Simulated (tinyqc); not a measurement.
Ratio and sensitivities against delay: time-domain thermoreflectance: layered heat flow under a modulated pulse train, and what the signal ratio measures. Computed by tinyqc, a small Python program. Command: `OMP_NUM_THREADS=1 python tinyqc.py 3111310 3111311 out.jsonl tdtr walk`. One thread of a shared host (Intel(R) Xeon(R) Processor @ 2.30GHz), about 0.2 s of CPU time with the checks.

Pulses repeat at 80 MHz; heat is laid down at the surface, all layers are isotropic, and the film is in perfect contact with the substrate.

Inputs (values chosen for the exercise, modelled on aluminium on GaN):
```
quantity                                value        unit
metal thickness d                          90          nm
metal conductivity                        170     W/(m K)
metal heat capacity                      2.42  MJ/(m^3 K)
boundary conductance G under the metal     67  MW/(m^2 K)
film thickness                             14          nm
film conductivity                         7.1     W/(m K)
film heat capacity                        2.4  MJ/(m^3 K)
substrate conductivity kappa              178     W/(m K)
substrate heat capacity C                 2.6  MJ/(m^3 K)
modulation frequency f                      1         MHz
spot radius w (1/e^2, pump and probe)      22  micrometre
```

Stack: metal, film, substrate.

Method:
- For radial wave number k and angular frequency W each layer has u = sqrt(4 pi^2 k^2 + i W C/kappa) and gamma = kappa u. Surface impedance from below: Z = 1/gamma for the substrate; a layer of thickness L maps Z to (Z + tanh(u L)/gamma)/(1 + gamma Z tanh(u L)); a boundary adds 1/G.
- Response per absorbed watt H(W) = 2 pi int_0^(2/w) Z(k, W) exp(-pi^2 k^2 w^2) k dk by 20 Gauss-Legendre points.
- Signal: X + iY = sum_(m = -M..M) H(2 pi (f + m f_r)) exp(i 2 pi m f_r t) exp(-pi (m/M)^2 x 4), f_r = 80 MHz, M = 4000, with H(-W) the complex conjugate of H(W); V_in = X, V_out = Y, ratio = -V_in/V_out.
- Sensitivity S = ln(ratio'/ratio)/ln(1.01) for a rise of one input by 1 %.

Ratio and sensitivities:
```
t (ps)   ratio  S to kappa    S to G    S to d   S to C    S to w  S to film conductivity
100     5.2919     0.46572  -0.03758  -0.75726  0.35981  -0.11713               -0.003876
200     5.1600     0.46289  -0.05720  -0.73522  0.35690  -0.11705               -0.006072
400     4.9173     0.45709  -0.09375  -0.68196  0.35089  -0.11695               -0.010696
800     4.4855     0.44526  -0.16011  -0.58215  0.33848  -0.11696               -0.019338
1500    3.8619     0.42442  -0.25998  -0.42506  0.31617  -0.11751               -0.032550
2500    3.1810     0.39468  -0.37387  -0.23255  0.28348  -0.11928               -0.047817
4000    2.4654     0.35037  -0.49187  -0.00327  0.23345  -0.12351               -0.063908
```

The largest sensitivity in size at 100 ps is to d (-0.76). At 400 ps an error of 3 % in d passes on as 4 % in kappa.

Extremes, crossings and ranges named in words are read from the listed rows.
